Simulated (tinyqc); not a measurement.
# On-chip power grid, static voltage drop by conjugate gradients, step by step

tinyqc, about 0.1 s, one thread, Intel Xeon 2.30GHz (shared host): `OMP_NUM_THREADS=1 python tinyqc.py 2770145 2770146 out.jsonl` Printed values are rounded.

A grid of 4 rows and 3 columns, node k = 3 row + column. Neighbours in a row are joined by Rx, in a column by Ry; pad nodes, which reach the supply through Rp: 0, 11. Each node draws I0, node 2 draws kh I0. The drops u = Vdd - V solve G u = i, with G the conductance matrix (1/Rp added on the diagonal at pad nodes).

Parameters, values chosen for the exercise:
- Vdd = 0.9 V (supply voltage)
- Rx = 0.39 ohm (resistance of a horizontal segment)
- Ry = 1.4 ohm (resistance of a vertical segment)
- Rp = 0.041 ohm (resistance from a pad node to the supply)
- I0 = 3.4 mA (load current of an ordinary node)
- kh = 1 (factor on the load at the hot node)

## Diagonal of G, loads and first direction

G_kk = sum of the conductances at node k. Start u = 0, so the residual is r = i; p = r.

G_kk (S):
```
          col 0     col 1     col 2
row 0  27.66863  5.842491  3.278388
row 1  3.992674  6.556777  3.992674
row 2  3.992674  6.556777  3.992674
row 3  3.278388  5.842491  27.66863
```

r at the start (mA):
```
       col 0  col 1  col 2
row 0    3.4    3.4    3.4
row 1    3.4    3.4    3.4
row 2    3.4    3.4    3.4
row 3    3.4    3.4    3.4
```

p at the start (mA):
```
       col 0  col 1  col 2
row 0    3.4    3.4    3.4
row 1    3.4    3.4    3.4
row 2    3.4    3.4    3.4
row 3    3.4    3.4    3.4
```

## Iteration 1: conjugate-gradient step

u at the start (mV):
```
       col 0  col 1  col 2
row 0      0      0      0
row 1      0      0      0
row 2      0      0      0
row 3      0      0      0
```

q = G p; a = (r.r)/(p.q); u(new) = u + a p; r(new) = r - a q; b = (r.r)(new)/(r.r); p(new) = r(new) + b p.

q (mA S):
```
          col 0    col 1     col 2
row 0  82.92683  0.00000   0.00000
row 1   0.00000  0.00000   0.00000
row 2   0.00000  0.00000   0.00000
row 3   0.00000  0.00000  82.92683
```

a = 0.246 ohm

u after iteration 1 (mV):
```
           col 0      col 1      col 2
row 0  0.8364000  0.8364000  0.8364000
row 1  0.8364000  0.8364000  0.8364000
row 2  0.8364000  0.8364000  0.8364000
row 3  0.8364000  0.8364000  0.8364000
```

r after iteration 1 (mA):
```
           col 0    col 1      col 2
row 0  -17.00000  3.40000    3.40000
row 1    3.40000  3.40000    3.40000
row 2    3.40000  3.40000    3.40000
row 3    3.40000  3.40000  -17.00000
```

b = 5

p after iteration 1 (mA):
```
          col 0     col 1     col 2
row 0   0.00000  20.40000  20.40000
row 1  20.40000  20.40000  20.40000
row 2  20.40000  20.40000  20.40000
row 3  20.40000  20.40000   0.00000
```

## Iteration 2: conjugate-gradient step

As before.

q (mA S):
```
           col 0     col 1      col 2
row 0  -66.87912  52.30769    0.00000
row 1   14.57143   0.00000    0.00000
row 2    0.00000   0.00000   14.57143
row 3    0.00000  52.30769  -66.87912
```

a = 0.2541899 ohm

u after iteration 2 (mV):
```
          col 0     col 1     col 2
row 0  0.836400  6.021875  6.021875
row 1  6.021875  6.021875  6.021875
row 2  6.021875  6.021875  6.021875
row 3  6.021875  6.021875  0.836400
```

r after iteration 2 (mA):
```
           col 0      col 1      col 2
row 0   0.000000  -9.896089   3.400000
row 1  -0.303911   3.400000   3.400000
row 2   3.400000   3.400000  -0.303911
row 3   3.400000  -9.896089   0.000000
```

b = 0.3826556

p after iteration 2 (mA):
```
          col 0     col 1     col 2
row 0   0.00000  -2.08992  11.20617
row 1   7.50226  11.20617  11.20617
row 2  11.20617  11.20617   7.50226
row 3  11.20617  -2.08992   0.00000
```

## Iteration 3: conjugate-gradient step

As before.

q (mA S):
```
          col 0      col 1     col 2
row 0   0.00000  -48.94850  34.09254
row 1  -6.78410   18.99441   2.64565
row 2   2.64565   18.99441  -6.78410
row 3  34.09254  -48.94850   0.00000
```

a = 0.1963232 ohm

u after iteration 3 (mV):
```
          col 0     col 1     col 2
row 0  0.836400  5.611576  8.221907
row 1  7.494743  8.221907  8.221907
row 2  8.221907  8.221907  7.494743
row 3  8.221907  5.611576  0.836400
```

r after iteration 3 (mA):
```
           col 0      col 1      col 2
row 0   0.000000  -0.286362  -3.293157
row 1   1.027965  -0.329044   2.880597
row 2   2.880597  -0.329044   1.027965
row 3  -3.293157  -0.286362   0.000000
```

b = 0.1536469

p after iteration 3 (mA):
```
           col 0      col 1      col 2
row 0   0.000000  -0.607471  -1.571362
row 1   2.180665   1.392750   4.602392
row 2   4.602392   1.392750   2.180665
row 3  -1.571362  -0.607471   0.000000
```

## Course of the conjugate-gradient iteration

Stop when |r| is below 1e-9 mA.

Course of the iteration:
```
iteration  largest u (mV)  |r| (mA)
1                  0.8364      26.3
2                6.021875      16.3
3                8.221907      6.39
4                9.581851      4.22
5                9.727053      1.61
6                9.675127   < 1e-11
```

Converged in 6 iterations for 12 unknowns; in exact arithmetic the method needs at most 12. The condition number of the matrix is 68.4. Gauss-Seidel sweeps in node order need 131 to reach the same residual.

## Worst drop, pad currents and power lost

converged u (mV):
```
          col 0     col 1     col 2
row 0  0.836400  5.276228  7.271742
row 1  8.698557  9.290685  9.675127
row 2  9.675127  9.290685  8.698557
row 3  7.271742  5.276228  0.836400
```

Pad current u/Rp; worst drop as a share of Vdd; power lost in the grid and pads sum_k i_k u_k; power delivered sum_k i_k (Vdd - u_k).

worst drop = 9.675127 mV
share of Vdd = 1.075014 %
pad currents (mA): node 0 20.4, node 11 20.4
power lost = 0.2791314 mW
power delivered = 36.44087 mW

The pad currents add up to the total load, 40.80 mA. The worst drop is at node 5 and 6.
